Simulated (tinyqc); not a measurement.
# MOSFET in saturation, small-signal circuit and noise: several studies

Bias by the inversion coefficient IC = I/Ispec (charge-based model with velocity saturation; weak inversion below 0.1, strong above 10). Common-source circuit: gm, gds, Cgs, Cgd and Cj at the inner nodes, Rg in series with the gate; quasi-static, no source or drain resistance, no gate-body capacitance, no substrate network, no induced gate noise, so fmax is an upper estimate.

Values chosen for this exercise: temperature T = 400 K; gate length L = 40 nm; total gate width W = 10 um; gate capacitance Cox = 1.56 uF/cm^2; mobility mu = 130 cm^2/(V s); slope factor n = 1.24; velocity-saturation length Ls = 15 nm; ratio gds/gm sg = 0.082; overlap and fringe capacitance per side Cov = 0.43 fF/um; drain junction capacitance Cj = 0.76 fF/um; sheet resistance of the gate Rsh = 5 ohm; finger width Wf = 0.5 um; gate contact and vertical resistance Rc = 50 ohm um; inversion coefficient IC = 1.9; short-channel excess of the noise factor gw = 0.13; oxide trap density Nt = 6.5e17 cm^-3 eV^-1; tunnelling length into the oxide lt = 0.1 nm; Coulomb scattering coefficient ac = 3000 V s/C.

Constants: q = 1.602176634e-19 C, kB = 1.380649e-23 J/K, Vt = kB T/q. Results are converted to the units shown.

Each table varies one quantity; the others keep the values above.

## From weak to strong inversion

Ispec = 2 n mu Cox (W/L) Vt^2, lc = Ls/L, gms = [sqrt((lc IC + 1)^2 + 4 IC) - 1]/[2 + lc (lc IC + 1)], gm = gms Ispec/(n Vt), gds = sg gm. qs = [sqrt(1 + 4 IC) - 1]/2, Cgs = Cox W L qs (2 qs + 3)/(3 (qs + 1)^2) + Cov W, Cgd = Cov W, Cd = Cj W, Rg = Rsh (Wf/L)/(12 Nf) + Rc/W with Nf = W/Wf fingers (not rounded) contacted at both ends. fT = gm/(2 pi (Cgs + Cgd)), fmax = fT/(2 sqrt(Rg (gds + 2 pi fT Cgd))). The last column is the figure of merit (gm/I) fT.

Results:

| IC | I (uA) | gm/I (1/V) | fT (GHz) | fmax (GHz) | (gm/I) fT (THz/V) |
|---|---|---|---|---|---|
| 0.01 | 1.4939 | 23.118 | 0.63464 | 30.953 | 0.014671 |
| 0.1 | 14.939 | 21.062 | 5.4977 | 90.771 | 0.11579 |
| 0.3 | 44.817 | 18.110 | 13.268 | 140.30 | 0.24028 |
| 1 | 149.39 | 13.272 | 29.547 | 207.80 | 0.39216 |
| 3 | 448.17 | 8.5434 | 53.155 | 277.00 | 0.45412 |
| 10 | 1493.9 | 4.2753 | 84.384 | 347.43 | 0.36077 |
| 30 | 4481.7 | 1.8254 | 105.38 | 387.32 | 0.19236 |
| 100 | 14939 | 0.60328 | 114.35 | 402.90 | 0.068988 |

Estimate the missing row, IC = 0.03.

Computed row:

| IC | I (uA) | gm/I (1/V) | fT (GHz) | fmax (GHz) | (gm/I) fT (THz/V) |
|---|---|---|---|---|---|
| 0.03 | 4.4817 | 22.597 | 1.8368 | 52.610 | 0.041505 |

With this row back in the table: The efficiency gm/I falls from 23.1 to 0.603 1/V while fT rises from 0.635 to 114 GHz; fT goes as IC^(0.97) at the start and IC^(0.07) at the end (1/2 for a long channel, 0 at full velocity saturation, which sets in near IC = 1/lc^2 = 7.11). Their product goes from 0.0147 through a maximum of 0.454 (at IC = 3 among the rows listed) to 0.0690 THz/V. For IC = 0.01 to 10 fmax exceeds 4 fT, where channel resistance and substrate losses, left out here, would cap it.

## Effect of the inversion coefficient on speed and noise

Channel noise Sid = 4 kB T gam n gm with gam = (1/2 + (2/3) qs)/(1 + qs) + gw lc IC, qs = [sqrt(1 + 4 IC) - 1]/2, lc = Ls/L (the last term an empirical rise with velocity saturation); at the gate, white noise Sw = Sid/gm^2 + 4 kB T Rg. Number fluctuation with correlated mobility: S(f) = K/f, K = q^2 Vt lt Nt/(W L Cox^2) (1 + ac mu Cox I/gm)^2, Vt in eV with Nt per eV. Corner fc = K/Sw. IC is held fixed.

The same in every row: Rg (ohm) = 5.2604.

Effect of the inversion coefficient on speed and noise:

| IC | I (uA) | fT (GHz) | fmax (GHz) | sqrt(Sw) (nV/Hz^0.5) | fc (MHz) |
|---|---|---|---|---|---|
| 0.03 | 4.4817 | 1.8368 | 52.610 | 11.706 | 4.5470 |
| 0.1 | 14.939 | 5.4977 | 90.771 | 6.7295 | 13.811 |
| 0.3 | 44.817 | 13.268 | 140.30 | 4.3104 | 33.973 |
| 1 | 149.39 | 29.547 | 207.80 | 2.9286 | 75.347 |
| 3 | 448.17 | 53.155 | 277.00 | 2.3268 | 125.22 |
| 10 | 1493.9 | 84.384 | 347.43 | 2.2075 | 158.21 |
| 30 | 4481.7 | 105.38 | 387.32 | 2.6744 | 146.85 |

What does the table show?

As IC goes from 0.03 to 30, fT rises from 1.84 to 105 GHz, fmax rises from 52.6 to 387 GHz, the white noise goes from 11.7 through a minimum of 2.21 (at IC = 10 among the rows listed) to 2.67 nV/Hz^0.5 and the corner goes from 4.55 through a maximum of 158 (at IC = 10 among the rows listed) to 147 MHz. For IC = 0.03 to 10 fmax exceeds 4 fT, where channel resistance and substrate losses, left out here, would cap it.

## Effect of the total gate width on speed and noise

Same model as above.

Corner fc = K/Sw. IC is held fixed.

The same in every row: fT (GHz) = 42.344; fmax (GHz) = 247.81; fc (MHz) = 104.40.

Results:

| W (um) | I (uA) | Rg (ohm) | sqrt(Sw) (nV/Hz^0.5) |
|---|---|---|---|
| 2 | 56.769 | 26.302 | 5.6288 |
| 4.3 | 122.05 | 12.234 | 3.8388 |
| 20 | 567.69 | 2.6302 | 1.7800 |
| 43 | 1220.5 | 1.2234 | 1.2139 |
| 93 | 2639.7 | 0.56564 | 0.82545 |
| 200 | 5676.9 | 0.26302 | 0.56288 |

Estimate the missing row, W = 9.3 um.

Computed row:

| W (um) | I (uA) | Rg (ohm) | sqrt(Sw) (nV/Hz^0.5) |
|---|---|---|---|
| 9.3 | 263.97 | 5.6564 | 2.6103 |

With this row back in the table: As W goes from 2 to 200 um, fT stays at 42.3 GHz, fmax stays at 248 GHz, the white noise falls from 5.63 to 0.563 nV/Hz^0.5 and the corner stays at 104 MHz. Current, gm and capacitances scale with W and Rg with 1/W, so the frequencies stay while both noise powers fall as 1/W. In every row fmax exceeds 4 fT, where channel resistance and substrate losses, left out here, would cap it.

Program tinyqc, `OMP_NUM_THREADS=1 python tinyqc.py 2150004 2150005 out.jsonl`; Intel Xeon 2.30GHz, shared host, one thread, about 0.01 s.
